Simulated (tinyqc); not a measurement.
Nanosheet or nanowire with hard walls, valleys of the Si type: sweeps and comparisons. A value that a table varies takes the place of the one given here.

Six ellipsoidal valleys along the cube axes: inverse mass tensor w = 1/mt + (1/ml - 1/mt) a a^T with a the unit axis. Device axes: x along the channel, z = [001], y = z x x.

Hard walls around a W x H rectangle. The block w_c of w in (y, z) confines; the transport mass follows from 1/m_x = w_xx - w_xc w_c^-1 w_cx. The cross-section problem c (w_yy ky^2 + 2 w_yz ky kz + w_zz kz^2), c = hbar^2/2m0, is solved in products sin(n pi y/W) sin(l pi z/H), n, l = 1 to 12; if w_yz = 0 the levels are c pi^2 (w_yy n^2/W^2 + w_zz l^2/H^2). The w_yz term couples (n, l) to (n', l') by -2 c w_yz D_nn'(W) D_ll'(H) with D_nm(L) = 4 n m/(L (n^2 - m^2)) for n + m odd and 0 otherwise.

Without degeneracy the line density is N1 exp((EF - Ec)/kB T) with N1 = sum 2 g sqrt(m_x kB T/(4 pi c)) exp(-E/kB T), here over n, l up to 80 where w_yz = 0 and over all levels of a 12 x 12 sine basis otherwise; the classical value is W H Nc with Nc = 2 g_all (m_dos kB T/(4 pi c))^(3/2), m_dos = (ml mt^2)^(1/3); dVt = kB T ln(W H Nc/N1).

Constants: hbar^2/2m0 = 3.80998211 eV angstrom^2; kB = 8.617333262e-05 eV/K.

Parameters, chosen for this exercise (near those of Si; shifted at random, so the results belong to these values and not to a real crystal): ml = 0.929 m0 (longitudinal mass); mt = 0.193 m0 (transverse mass); T = 300 K (temperature); g_all = 6 (number of valleys); channel = 110 (transport direction x on a (001) wafer); H = 46 angstrom (height, along z = [001]); Ws = (30, 40, 60, 90, 140, 220, 350) angstrom (widths); W = 175 angstrom (width, along y).

## From wire to sheet

Valleys:
```
group,valleys g,w_yy,w_zz,|w_yz|,m_x (m0)
A,2,5.18135,1.07643,0.00000,0.19300
B,4,3.12889,5.18135,0.00000,0.56100
```

Lowest level of each group (groups ordered by w_zz, then w_yy) and dVt against the width.

Results:
```
W (angstrom),A1 (eV),B1 (eV),dVt (mV)
30,0.2356,0.2228,185.0
40,0.1409,0.1656,124.0
60,0.0732,0.1248,77.8
90,0.0432,0.1066,59.2
140,0.0291,0.0981,50.7
220,0.0232,0.0945,46.3
350,0.0207,0.0930,43.8
```

How do the results move?

dVt falls from 185 to 44 mV. The lowest group changes from B to A between W = 30 and 40 angstrom (H = 46). At the widest W the lowest level is 0.0207 eV; the film limit c pi^2 w_zz/H^2 of that group is 0.0191 eV.

## Channel direction

The same rectangle along [100] and [110]; groups ordered by w_zz, then w_yy.

Lowest level of each group:
```
"channel, group",valleys g,w_yy,w_zz,|w_yz|,m_x (m0),E (eV)
[100] A,2,5.181,1.076,0.000,0.193,0.0255
[100] B,2,1.076,5.181,0.000,0.193,0.0934
[100] C,2,5.181,5.181,0.000,0.929,0.0984
[110] A,2,5.181,1.076,0.000,0.193,0.0255
[110] B,4,3.129,5.181,0.000,0.561,0.0959
```

What does this show, and why?

The lowest subband has m_x = 0.193 m0 and 2 valleys along [100], and 0.193 m0 and 2 valleys along [110]; its edge lies at 0.0255 and 0.0255 eV. These valleys have their axis along z, so turning the channel in the wafer plane leaves them alone; only the higher groups change.

## What each parameter does

E1 and E2 are the two lowest subband edges over all groups. Each row changes one parameter from the base and keeps the others.

Results:
```
case,E1 (eV),E2 - E1 (meV),m_x of lowest (m0),dVt (mV)
base,0.0255,19.1,0.193,48.2
W = 190 angstrom,0.0245,16.2,0.193,47.4
H = 54 angstrom,0.0202,19.1,0.193,40.1
T = 270 K,0.0255,19.1,0.193,46.3
ml = 1.022 m0,0.0238,19.1,0.193,47.3
mt = 0.212 m0,0.0249,17.4,0.212,46.2
```

What does this show?

The largest shifts from the base row, up to three for each result and ties (the steps differ in size, so this ranks the rows, not the parameters). E1 (eV): H -0.0052, ml -0.0017, W -0.0010; unchanged at the printed digits by T. E2 - E1 (meV): W -2.9, mt -1.7; unchanged at the printed digits by H, T and ml. m_x of lowest (m0): mt +0.019; unchanged at the printed digits by W, H, T and ml. dVt (mV): H -8.1, mt -2.0, T -1.9.

Program tinyqc; command `OMP_NUM_THREADS=1 python tinyqc.py 1250123 1250124 out.jsonl`; about 0.02 s on one thread of a shared Intel(R) Xeon(R) Processor @ 2.30GHz.
